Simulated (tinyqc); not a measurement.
Switching kinetics of a ferroelectric film and the memory window of a ferroelectric gate stack: one step, computed by the program tinyqc.

Fields in MV/cm; 1 microcoulomb/cm^2 over eps_0 is 11.29409 MV/cm. In the stack (metal, ferroelectric, interlayer, channel) the channel is taken as a conductor.

Question. The hysteresis loop. Saturated branches: P(E) = P_s tanh[(E -/+ E_c)/(2 delta)], delta = E_c/ln[(1 + P_r/P_s)/(1 - P_r/P_s)]; D = P + eps_0 eps_F E.

Inputs (values chosen for the exercise, for a model film):
```
quantity                                 value               unit
saturation polarisation P_s                 30  microcoulomb/cm^2
ratio P_r/P_s                             0.84                  -
coercive field E_c                         1.3              MV/cm
permittivity of the ferroelectric eps_F     24                  -
```

Give: delta; P on both branches (microcoulomb/cm^2) at E/E_c = -3, -2, -1, -0.5, 0, 0.5, 1, 1.5, 2, 3; peak differential permittivity eps_F + P_s/(2 delta eps_0).

Answer.

delta = 0.5323 MV/cm

P on both branches (microcoulomb/cm^2) at E/E_c = -3, -2, -1, -0.5, 0, 0.5, 1, 1.5, 2, 3:
```
E (MV/cm)  rising branch  falling branch
-3.90             -30.00          -29.55
-2.60             -29.96          -25.20
-1.30             -29.55            0.00
-0.65             -28.50           16.34
0.00              -25.20           25.20
0.65              -16.34           28.50
1.30                0.00           29.55
1.95               16.34           29.87
2.60               25.20           29.96
3.90               29.55           30.00
```

peak differential permittivity eps_F + P_s/(2 delta eps_0) = 342.3
